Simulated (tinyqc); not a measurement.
# From one set of inputs to another, one input at a time

Model: minority-electron transport through the base of a bipolar transistor (Moll-Ross and Kroemer integrals). Computed by tinyqc, a small Python program. Command: `OMP_NUM_THREADS=1 python tinyqc.py 3009554 3009555 out.jsonl base ladder`. One thread of a shared host (Intel(R) Xeon(R) Processor @ 2.30GHz), about 0.01 s of CPU time with the checks.

Low injection, one dimension, x from the emitter edge (0) to the collector edge (W), s = x/W. Recombination is treated as a small correction (valid for tau_B well below tau_n), computed from the stored charge.

The inputs printed are set A. Set A is modelled on InP; the values taken over come from a set modelled on silicon. Inputs not listed in the table keep their values of set A, so the rows need not describe a real material.

Inputs (values chosen for the exercise, modelled on InP):

| quantity | value | unit |
|---|---|---|
| intrinsic density n_i at the emitter edge | 1.4e+07 | 1/cm^3 |
| base doping at the emitter edge N_0 | 3e+19 | 1/cm^3 |
| base width W | 68 | nm |
| mu_min | 760 | cm^2/(V s) |
| mu_max | 4710 | cm^2/(V s) |
| N_ref | 2.3e+17 | 1/cm^3 |
| saturation velocity v_s | 0.8 | 1e7 cm/s |
| base-emitter voltage V_BE | 0.89 | V |
| temperature T | 300 | K |
| gap narrowing across the base dE_g | 28 | meV |

Base doping profile: uniform. Gap grading: linear. Exit of the base: infinite sink.

Constants: k_B = 8.617333262e-05 eV/K; e = 1.602176634e-19 C.

Method. N(x) = N_0; n_i(x)^2 = n_i^2 exp(s dE_g/k_B T); D(x) = (k_B T/e) mu, mu = mu_min + (mu_max - mu_min)/(1 + (N/N_ref)^0.7). With y(x) = N n_i^2/(D n_i(x)^2): base Gummel number G_B = int_0^W y dx; J_C = e n_i^2 exp(e V_BE/k_B T)/G_B; n(x) = (J_C/e)(n_i(x)^2/(N n_i^2)) [int_x^W y dx]; transit time tau_B = (e/J_C) int n dx; trapezoid rule on 401 even points.

Each row keeps all changes above it:

| input moved | from | to | base transit time tau_B (ps) | collector current density J_C (A/cm^2) | base Gummel number G_B (s/cm^4) |
|---|---|---|---|---|---|
| set A | - | - | 0.7253 | 0.005164 | 5.4369e+12 |
| base width W (nm) | 68 | 190 | 5.6624 | 0.001848 | 1.5191e+13 |
| base doping at the emitter edge N_0 (1/cm^3) | 3e+19 | 1.5e+18 | 3.1416 | 0.066618 | 4.2142e+11 |
| base-emitter voltage V_BE (V) | 0.89 | 0.79 | 3.1416 | 0.001392 | 4.2142e+11 |
| gap narrowing across the base dE_g (meV) | 28 | 190 | 1.0276 | 0.006252 | 9.3833e+10 |
| mu_min (cm^2/(V s)) | 760 | 260 | 1.3639 | 0.004710 | 1.2455e+11 |
| mu_max (cm^2/(V s)) | 4710 | 1380 | 3.2999 | 0.001947 | 3.0132e+11 |

Base transit time tau_B goes from 0.725 to 3.30, a factor 4.55 in all. The largest single move comes from base width W (a factor 7.81), and gap narrowing across the base dE_g works against it (a factor 0.327). Collector current density J_C goes from 0.00516 to 0.00195, a factor 0.377 in all. The largest single move comes from base-emitter voltage V_BE (a factor 0.0209), and base doping at the emitter edge N_0 works against it (a factor 36.0). Base Gummel number G_B goes from 5.44e12 to 3.01e11, a factor 0.0554 in all. The largest single move comes from base doping at the emitter edge N_0 (a factor 0.0277), and base width W works against it (a factor 2.79). The single moves hold for this order of the switches; the total does not depend on the order.

Caution (rows set A, gap narrowing across the base dE_g, mu_min): the mean velocity exceeds v_s, so drift-diffusion with a low-field mobility overstates the speed.

Extremes, crossings and ranges named in words are read from the listed rows.
